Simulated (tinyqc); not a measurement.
Changing the hydrogen carrier pressure p_H: microkinetic model of low-temperature epitaxy from hydride gases: adsorption, hydrogen desorption and rate control. Computed by tinyqc, a small Python program. Command: `OMP_NUM_THREADS=1 python tinyqc.py 3013930 3013931 out.jsonl hepi sweep`. One thread of a shared host (Intel(R) Xeon(R) Processor @ 2.30GHz), about 0.03 s of CPU time with the checks.

Each hydride molecule needs two free sites and leaves four hydrogen atoms, of which two leave at once as H2; theta is the hydrogen coverage, the site density is 6.78 per nm^2 and one layer is 1.358 angstrom thick.

Inputs (values chosen for the exercise, close to those used for silane and germane, with second-order desorption as on Si(111) but the site density of Si(001)):
```
quantity                                           value  unit
silane pressure p_S                                 0.62    Pa
sticking prefactor of silane s0                    0.077     -
adsorption barrier E_s                              0.16    eV
desorption prefactor nu_d                        7.2e+12   1/s
desorption energy on silicon E_d                    2.06    eV
sticking of hydrogen s_H                         2.9e-08     -
temperature T                                        730     C
germane pressure p_G                                0.09    Pa
sticking ratio of germane to silane r_G                3     -
lowering of E_d per unit germanium fraction, dE     0.44    eV
```

Film: silicon-germanium. Order of hydrogen desorption: second.

Constants: k_B = 8.617333262e-05 eV/K; u = 1.6605390666e-27 kg; k_B = 1.380649e-23 J/K.

Method:
- Flux per site F = p/(sqrt(2 pi M k_B T) x 6.78e18 per m^2), M = 32.12 u (silane), 76.63 u (germane), 2.016 u (hydrogen); s = s0 exp(-E_s/(k_B T)); k_S = s F_S, k_G = r_G s F_G; germanium fraction x = k_G/(k_S + k_G); k = k_S + k_G; k_H = s_H F_H; k_d = nu_d exp(-(E_d - dE x)/(k_B T)).
- Temperatures in kelvin are T(C) + 273.15.
- With k the hydride and k_H the hydrogen adsorption rate on free pairs and k_d the desorption rate, steady state: 2 (k + k_H)(1 - theta)^2 = k_d theta^2; growth rate R = k (1 - theta)^2 layers/s; 1 layer/s = 8.148 nm/min.
- With c = 2 (k + k_H)/k_d the free share is 1 - theta = 1/(1 + sqrt(c)).
- X_i = d ln R/d ln k_i at fixed other constants. With f = 1 - theta and a = 2/f + 2/theta: d ln f/d ln k_d = 1/(a f), so X_d = 2/(a f), X_k = 1 - X_d k/(k + k_H), X_H = -X_d k_H/(k + k_H); they sum to 1.

One run for each value:
```
hydrogen carrier pressure p_H (Pa)  growth rate G (nm/min)  hydrogen coverage theta  X_H (hydrogen adsorption)
1                                                   116.72                  0.17041                -2.0516e-06
4                                                   116.72                  0.17041                -8.2064e-06
20                                                  116.72                  0.17042                -4.1027e-05
70                                                  116.70                  0.17046                -1.4354e-04
300                                                 116.65                  0.17066                -6.1420e-04
1000                                                116.48                  0.17125                -2.0373e-03
6000                                                115.32                  0.17539                -1.1817e-02
100000                                               99.59                  0.23368                -1.2766e-01
```

Give the missing row, hydrogen carrier pressure p_H (Pa) = 20000.

Computed row:
```
hydrogen carrier pressure p_H (Pa)  growth rate G (nm/min)  hydrogen coverage theta  X_H (hydrogen adsorption)
20000                                               112.32                  0.18620                -3.6135e-02
```

Interpolating between the two neighbouring rows (the first column on a logarithmic scale, the others too where they are positive) misses most in X_H (hydrogen adsorption), by 70 %. Over the rows, growth rate G (nm/min) falls from 117 to 99.6; hydrogen coverage theta rises from 0.170 to 0.234; X_H (hydrogen adsorption) falls from -2.05e-6 to -0.128 (exponent d ln y / d ln x 1.00 between the first rows and 0.78 between the last). At the low end the exponent of growth rate G is 0.00, close to 0: carrier hydrogen plays no part.

Caution (rows 6000, 20000, 100000): at carrier pressures near or above 1e4 Pa gas-phase transport, left out here, begins to limit.
